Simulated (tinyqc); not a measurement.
Semiconductor laser, carrier and photon rate equations: effect of the gain compression on threshold and bandwidth.

Carrier density N and photon density S in one mode: dN/dt = F1 = eta I/(q V) - (A N + B N^2 + C N^3) - vg g S; dS/dt = F2 = G vg g S + G be B N^2 - S/tp, with g = g0 ln(N/Ntr)/(1 + ec S). Output power P = Fo Eph S V/(G tp). No heating, no carrier transport.

gth = 1/(G vg tp), Nth = Ntr exp(gth/g0), Ith = q V (A Nth + B Nth^2 + C Nth^3)/eta. N and S are the steady state (F1 = F2 = 0, S > 0). Jacobian, with a = g0/(N (1 + ec S)) and d = g/(1 + ec S): J11 = -(A + 2 B N + 3 C N^2) - vg a S, J12 = -vg d, J21 = G vg a S + 2 G be B N, J22 = G vg d - 1/tp. wR^2 = det J, gamma = -trace J, fR = wR/(2 pi); the response wR^2/(wR^2 - w^2 + i gamma w) falls to 1/sqrt(2) at w^2 = x + sqrt(x^2 + wR^4), x = wR^2 - gamma^2/2 (f3dB = w/(2 pi)).

Values chosen for this exercise:
```
symbol,value,unit,meaning
V,1.2e-11,cm^3,active volume
G,0.042,,confinement factor
vg,7.8e9,cm/s,group velocity
g0,1600,1/cm,gain coefficient
Ntr,1.7e18,cm^-3,transparency density
tp,2.6,ps,photon lifetime
A,6.8e7,1/s,defect recombination coefficient
B,6.2e-11,cm^3/s,radiative coefficient
C,4.7e-30,cm^6/s,Auger coefficient
be,0.00026,,share of spontaneous emission into the mode
eta,0.9,,injection efficiency
Fo,0.53,,share of cavity losses that is output
Eph,1.9,eV,photon energy
I,6.3,mA,drive current
```

Constants: q = 1.602176634e-19 C. Results are converted to the units shown.

The same in every row: Ith (mA) = 2.6208.

Effect of the gain compression on threshold and bandwidth:
```
ec (cm^3)  P (mW)  fR (GHz)  gamma (1/ns)  f3dB (GHz)
1e-18      3.3346    2.5416        1.4641      3.9432
2.2e-18    3.3338    2.5411        1.5505      3.9417
4.6e-18    3.3322    2.5401        1.7232      3.9386
1e-17      3.3288    2.5379        2.1105      3.9311
2.2e-17    3.3210    2.5330        2.9656      3.9115
4.6e-17    3.3055    2.5233        4.6525      3.8608
1e-16      3.2709    2.5023        8.3381      3.6928
```

What does the comparison show?

As ec goes from 1e-18 to 1e-16 cm^3, Ith stays at 2.62 mA, fR falls from 2.54 to 2.50 GHz, gamma rises from 1.46 to 8.34 1/ns and f3dB falls from 3.94 to 3.69 GHz.

Computed by the program tinyqc: `OMP_NUM_THREADS=1 python tinyqc.py 2840037 2840038 out.jsonl`, one thread of a shared Intel Xeon 2.30GHz, about 0.01 s for the whole run.
